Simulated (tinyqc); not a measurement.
Strain-driven crossing of the Gamma and L valleys in a germanium-like crystal: one step. The strain tensor for a uniaxial [110] load.

Biaxial loads: e0 is the in-plane strain e_par and the normal is free. (001): e_perp = -2 (C12/C11) e_par; exx = eyy = e_par, ezz = e_perp, no shear. (111): e_perp = -(2 C11 + 4 C12 - 4 C44)/(C11 + 2 C12 + 4 C44) e_par; exx = eyy = ezz = (2 e_par + e_perp)/3 and exy = eyz = ezx = (e_perp - e_par)/3. (110): e_perp = -(C11 + 3 C12 - 2 C44)/(C11 + C12 + 2 C44) e_par; exx = eyy = (e_par + e_perp)/2, ezz = e_par, exy = (e_perp - e_par)/2, eyz = ezx = 0. Uniaxial loads: a stress along n, scaled so that n.e.n = e0, with exx = s11 sxx + s12 (syy + szz), exy = s44 sxy/2, s11 = (C11 + C12)/((C11 - C12)(C11 + 2 C12)), s12 = -C12/((C11 - C12)(C11 + 2 C12)), s44 = 1/C44.

Values chosen for the exercise (near those of Ge, gaps at low temperature; not measured data): C11 = 130.2 GPa; C12 = 49.1 GPa; C44 = 67.8 GPa; load = uniaxial [110] (kind of strain); e0 = 0.0341 (size of the strain).

Task: Form the tensor and its trace.

Give: strain tensor in the cubic axes; tr(e).

Result:

strain tensor in the cubic axes:
```
          x         y          z
x  0.016641  0.017459   0.000000
y  0.017459  0.016641   0.000000
z  0.000000  0.000000  -0.012551
```

tr(e) = 0.020731

Computed by tinyqc, a small Python program: `OMP_NUM_THREADS=1 python tinyqc.py 1080078 1080079 out.jsonl` (the numbers bound the seed that draws the inputs); one thread of a shared host (Intel(R) Xeon(R) Processor @ 2.30GHz), about 0.01 s for the whole set of steps.
